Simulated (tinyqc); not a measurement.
Carrier density against temperature: charge neutrality of a doped semiconductor with incomplete ionisation. Computed by tinyqc, a small Python program. Command: `OMP_NUM_THREADS=1 python tinyqc.py 3006288 3006289 out.jsonl dopant walk`. One thread of a shared host (Intel(R) Xeon(R) Processor @ 2.30GHz), about 0.03 s of CPU time with the checks.

Energies are counted from the top of the valence band; E_D is measured down from the conduction band and E_A up from the valence band.

Inputs (values chosen for the exercise, modelled on silicon):

| quantity | value | unit |
|---|---|---|
| gap at 0 K E_g0 | 1.17 | eV |
| Varshni alpha | 0.000475 | eV/K |
| Varshni beta | 649 | K |
| electron mass m_e | 0.323 | m_0 |
| valleys M_c | 6 | - |
| hole mass m_h | 0.831 | m_0 |
| donor density N_D | 8.1e+17 | cm^-3 |
| acceptor density N_A | 1.8e+18 | cm^-3 |
| donor depth E_D | 0.0449 | eV |
| acceptor depth E_A | 0.0433 | eV |
| donor degeneracy g_D | 2 | - |
| acceptor degeneracy g_A | 4 | - |

Doping: p-type, compensated. Statistics of the bands: Fermi-Dirac.

Constants: k_B = 8.617333262e-05 eV/K; m_0 = 9.1093837015e-31 kg; k_B = 1.380649e-23 J/K; h = 6.62607015e-34 J s.

Method:
- E_g = E_g0 - alpha T^2/(T + beta).
- N_c = 2 M_c (2 pi m_e k_B T/h^2)^(3/2) and N_v = 2 (2 pi m_h k_B T/h^2)^(3/2), masses in units of m_0.
- n = N_c F_1/2((E_F - E_g)/k_B T), p = N_v F_1/2(-E_F/k_B T).
- F_1/2(eta) = (2/sqrt(pi)) int_0^infinity sqrt(x)/(1 + exp(x - eta)) dx, by the trapezoid rule in t = sqrt(x) with step 0.02 up to t = 12 (for eta < -12 by exp(eta) - exp(2 eta)/2^(3/2)).
- N_D+ = N_D/(1 + g_D exp((E_F - E_g + E_D)/k_B T)).
- N_A- = N_A/(1 + g_A exp((E_A - E_F)/k_B T)).
- Neutrality: p + N_D+ = n + N_A-; the log ratio is ln[(p + N_D+)/(n + N_A-)].
- Neutrality is solved by bisection at each T. The last column is -k_B d ln(p T^-3/2)/d(1/T) from this row and the one above; it turns negative as ionisation nears completion, when the density grows more slowly than that power of T.

Against temperature:

| T (K) | p (cm^-3) | E_F from the band edge (eV) | ionised share | activation energy (eV) |
|---|---|---|---|---|
| 18 | 6.4243e+04 | 0.04514 | 0.45000 | - |
| 23 | 4.0091e+07 | 0.04565 | 0.45000 | 0.043300 |
| 31 | 1.7619e+10 | 0.04647 | 0.45000 | 0.043300 |
| 46 | 6.2885e+12 | 0.04800 | 0.45000 | 0.043300 |
| 72 | 6.3511e+14 | 0.05067 | 0.45035 | 0.043283 |
| 110 | 1.2987e+16 | 0.05481 | 0.45722 | 0.042785 |
| 170 | 1.0222e+17 | 0.06401 | 0.50679 | 0.037873 |
| 250 | 2.9938e+17 | 0.08338 | 0.61632 | 0.022713 |
| 300 | 4.1483e+17 | 0.09868 | 0.68046 | 0.006808 |
| 600 | 7.7698e+17 | 0.21881 | 0.88165 | -0.021311 |

What does the comparison show, and why?

Between the two coldest rows the activation energy is 0.0433 eV, 1.00 of the dopant depth: with compensation E_F is pinned at the level and the full depth shows. No row comes within 10 % of the net doping.
